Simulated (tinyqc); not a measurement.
# Schottky diode by thermionic emission with image-force lowering and series resistance: what changes with what

Metal on an n-type semiconductor with one parabolic valley; V > 0 is forward bias (metal positive). I = I0 [exp(Vj/(n Vt)) - 1] with Vj = V - I Rs; I0 = S A* T^2 exp(-(phi - dphi)/Vt), the lowering dphi taken at zero bias.

Inputs (values chosen for the exercise); band and dielectric values those of a made-up semiconductor: temperature T = 250 K; electron mass me = 0.369 m0; relative permittivity eps_r = 10.3; barrier height seen from the metal phi = 1.39 eV; donor density Nd = 9.1e16 cm^-3; area S = 0.0055 cm^2; ideality factor n = 1.09; series resistance Rs = 0.77 ohm.

Constants: q = 1.602176634e-19 C, kB = 1.380649e-23 J/K, h = 6.62607015e-34 J s, m0 = 9.1093837015e-31 kg, Vt = kB T/q, eps0 = 8.8541878128e-14 F/cm where lengths are in cm. Results are converted to the units shown.

Each table varies one quantity; the others keep the values above.

## Soft saturation in reverse bias

A* = 4 pi q me m0 kB^2/h^3 (times 1e-4 for A/(cm^2 K^2)); Nc = 2 (2 pi me m0 kB T/h^2)^1.5 (times 1e-6 for cm^-3); xi = Vt ln(Nc/Nd), Vbi = phi - xi; surface field Em = sqrt(2 q Nd (Vbi - V - Vt)/(eps0 eps_r)); dphi = sqrt(q Em/(4 pi eps0 eps_r)). Here dphi follows the bias, J = -A* T^2 exp(-(phi - dphi(V))/Vt) [1 - exp(V/Vt)], without Rs.

Results:

| V (V) | Em (kV/cm) | dphi (meV) | J (A/cm^2) |
|---|---|---|---|
| -0.2 | 217.9 | 55.20 | -3.422e-21 |
| -0.5 | 238.9 | 57.80 | -3.861e-21 |
| -1 | 270.3 | 61.48 | -4.580e-21 |
| -4 | 411.1 | 75.81 | -8.909e-21 |
| -7 | 514.7 | 84.83 | -1.354e-20 |
| -10 | 600.7 | 91.64 | -1.858e-20 |
| -15 | 721.6 | 100.4 | -2.795e-20 |

Estimate the missing row, V = -2 V.

Computed row:

| V (V) | Em (kV/cm) | dphi (meV) | J (A/cm^2) |
|---|---|---|---|
| -2 | 324.1 | 67.31 | -6.005e-21 |

With this row back in the table: dphi rises from 55.2 to 100 meV, as the square root of the field, and |J| grows by a factor of 8.17: the reverse current does not saturate. Tunnelling and generation are left out.

## Effect of the doping on the lowering

Same model as above.

Here V = 0 in Em.

Effect of the doping on the lowering:

| Nd (cm^-3) | Vbi (V) | Em (kV/cm) | dphi (meV) | I0 (A) |
|---|---|---|---|---|
| 9.5e13 | 1.159 | 6.162 | 9.282 | 2.234e-24 |
| 3.5e14 | 1.187 | 11.97 | 12.94 | 2.647e-24 |
| 1.3e15 | 1.216 | 23.35 | 18.07 | 3.359e-24 |
| 4.7e15 | 1.243 | 44.92 | 25.06 | 4.646e-24 |
| 1.7e16 | 1.271 | 86.39 | 34.75 | 7.286e-24 |
| 6.3e16 | 1.299 | 168.2 | 48.49 | 1.378e-23 |
| 2.3e17 | 1.327 | 324.8 | 67.39 | 3.314e-23 |
| 8.4e17 | 1.355 | 627.3 | 93.65 | 1.121e-22 |

What does the table show?

dphi rises from 9.28 to 93.6 meV, as Nd^(0.25) (1/4 at fixed Vbi), and I0 grows by a factor of 50.2. Emission limits the current only if the drift velocity at the surface is well above A* T^2/(q Nc) = 4.04e6 cm/s; with a mobility of 705 cm^2/(V s) it is less than three times that in 2 of the rows, where I0 is overstated. In 1 of the 8 rows E00 = (hbar/2) sqrt(Nd/(me m0 eps0 eps_r)) exceeds 0.4 kB T, so tunnelling through the top of the barrier, left out here, adds to the current.

## Current against voltage

Same model as above.

The apparent ideality is (dV/d ln I)/Vt.

Results:

| V (V) | I (A) | Vj (V) | apparent ideality |
|---|---|---|---|
| 0.05 | 1.273e-22 | 0.05000 | 0.9604 |
| 0.44 | 2.359e-15 | 0.4400 | 1.090 |
| 0.64 | 1.179e-11 | 0.6400 | 1.090 |
| 0.83 | 3.852e-8 | 0.8300 | 1.090 |
| 1.03 | 1.914e-4 | 1.030 | 1.097 |
| 1.22 | 0.06789 | 1.168 | 3.516 |
| 1.42 | 0.2840 | 1.201 | 11.24 |
| 1.61 | 0.5127 | 1.215 | 19.42 |
| 1.81 | 0.7604 | 1.224 | 28.27 |

Estimate the missing row, V = 0.25 V.

Computed row:

| V (V) | I (A) | Vj (V) | apparent ideality |
|---|---|---|---|
| 0.25 | 7.224e-19 | 0.2500 | 1.090 |

With this row back in the table: I rises from 1.27e-22 to 0.760 A, and the apparent ideality rises from 0.960 to 28.3, against n = 1.09. It starts below n because the -1 in the diode law still counts there. From V = 1.22 V on, I Rs exceeds n Vt and the resistance bends the curve.

tinyqc, about 0.01 s, one thread, Intel Xeon 2.30GHz (shared host): `OMP_NUM_THREADS=1 python tinyqc.py 2640037 2640038 out.jsonl`
